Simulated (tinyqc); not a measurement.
Dielectric confinement in a thin film (image charges): sweeps and comparisons. A value that a table varies takes the place of the one given here.

A film |z| < t/2 of dielectric constant eps between half-spaces of dielectric constant e2; lam = (eps - e2)/(eps + e2), q = e^2/(4 pi eps0). The self-energy of a band edge is taken with the high-frequency value, e2 = eh, and the field of a fixed ion with the static one, e2 = eo. A charge at z has images lam^|n| at n t + (-1)^n z. Its self-energy is S(z) = (q/2 eps) sum over n >= 1 of lam^n [1/(n t - 2z) + 1/(n t + 2z)] for odd n and 2 lam^n/(n t) for even n; at the centre S(0) = -(q/(eps t)) ln(1 - lam).

Donor at the centre, lam from the static eo, trial function cos(pi z/t) exp(-rho/l): E(l) = c/(m l^2) - (q/eps) times the integral over k of F(k t) (1 + (k l/2)^2)^(-3/2), with F(x) = F0 + 2 lam exp(-x) G/(1 - lam exp(-x)), F0 = 2[(1 - exp(-x/2))/x + x (1 + exp(-x/2))/(x^2 + 4 pi^2)], G = 2 sinh(x/2)[1/x - x/(x^2 + 4 pi^2)]; c = hbar^2/2m0. The binding energy is -E at the minimum, counted from the subband edge with its self-energy.

Constants: e^2/(4 pi eps0) = 14.39964547 eV angstrom; hbar^2/2m0 = 3.80998211 eV angstrom^2; Ry = 13.60569312 eV.

Values chosen for the exercise (near those of an InGaAs film between layers of Si3N4; shifted at random, so the results belong to these values and not to a real crystal): eps = 13.5 (dielectric constant of the film); eh = 4 (high-frequency dielectric constant outside); eo = 7.7 (static dielectric constant outside); m = 0.045 m0 (mass in the plane); mz = 0.046 m0 (mass across the film); ts = (12, 18, 26, 38, 55, 80, 120) angstrom (thicknesses); t = 42 angstrom (film thickness).

## Thinning the film

<S> is the mean over (2/t) cos^2(pi z/t); confinement c (pi/t)^2/mz; donor binding with and without images.

Results:

| t (angstrom) | <S> (meV) | confinement (meV) | binding, no images (meV) | binding (meV) | l (angstrom) |
|---|---|---|---|---|---|
| 12 | 80.2 | 5676.8 | 12.4 | 28.8 | 61.9 |
| 18 | 53.5 | 2523.0 | 12.0 | 26.0 | 67.0 |
| 26 | 37.0 | 1209.3 | 11.6 | 23.3 | 72.6 |
| 38 | 25.3 | 566.1 | 11.0 | 20.6 | 79.6 |
| 55 | 17.5 | 270.2 | 10.3 | 17.9 | 87.7 |
| 80 | 12.0 | 127.7 | 9.4 | 15.4 | 97.4 |
| 120 | 8.0 | 56.8 | 8.5 | 12.9 | 110.0 |

How do the results move?

Between 120 and 12 angstrom the binding goes from 12.9 to 28.8 meV; quantum confinement alone would take it from 8.5 to 12.4, so the images supply +4.4 and +16.3 meV. |<S>| goes as 1/t and exceeds the confinement energy beyond 849 angstrom. Hard-wall energies above 300 meV (up to t = 38 angstrom) overstate the confinement: walls are finite and valleys non-parabolic.

## Choice of the surrounding dielectric

The same film between different dielectrics; in this table one value e2 serves for both eo and eh.

Results:

| case | lam | <S> (meV) | binding (meV) | l (angstrom) |
|---|---|---|---|---|
| e2 = 1 | 0.862 | 55.2 | 86.2 | 60.1 |
| e2 = 2.5 | 0.688 | 33.4 | 50.6 | 65.6 |
| e2 = 3.9 | 0.552 | 23.5 | 36.5 | 70.2 |
| e2 = 7.5 | 0.286 | 10.1 | 20.4 | 81.1 |
| e2 = 16 | -0.085 | -2.5 | 8.8 | 103.5 |
| e2 = 25 | -0.299 | -8.3 | 4.9 | 124.7 |
| e2 = 80 | -0.711 | -17.6 | 0.9 | 234.3 |

What does this show, and why?

The binding spans a factor 100.7, from 86 meV in vacuum to 0.9 meV for e2 = 80; going from 3.9 to 25 changes it by -31.5 meV and the band edge by -31.8 meV, so the binding responds 0.99 times as much as the edge (for an orbit much smaller than t the binding would change by twice the change of S(0), -54.0 meV; here l/t = 1.67 for e2 = 3.9).

## What each parameter does

<S> is the mean over (2/t) cos^2(pi z/t). Each row changes one parameter from the base and keeps the others.

Results:

| case | lam from eh | <S> (meV) | binding (meV) | l (angstrom) |
|---|---|---|---|---|
| base | 0.543 | 22.9 | 19.8 | 81.6 |
| t = 36 angstrom | 0.543 | 26.7 | 21.0 | 78.5 |
| eps = 12.2 | 0.506 | 23.0 | 21.2 | 77.8 |
| eo = 10.8 | 0.543 | 22.9 | 13.9 | 90.2 |
| eh = 5.2 | 0.444 | 17.4 | 19.8 | 81.6 |
| m = 0.054 m0 | 0.543 | 22.9 | 22.3 | 71.4 |

What does this show?

The largest shifts from the base row, up to three for each result and ties (the steps differ in size, so this ranks the rows, not the parameters). lam from eh: eh -0.099, eps -0.037; unchanged at the printed digits by t, eo and m. <S> (meV): eh -5.5, t +3.8, eps +0.0; unchanged at the printed digits by eo and m. binding (meV): eo -5.9, m +2.4, eps +1.4; unchanged at the printed digits by eh. l (angstrom): m -10.3, eo +8.5, eps -3.9; unchanged at the printed digits by eh.

tinyqc: `OMP_NUM_THREADS=1 python tinyqc.py 1282580 1282581 out.jsonl`; about 0.09 s, one thread, shared Intel(R) Xeon(R) Processor @ 2.30GHz.
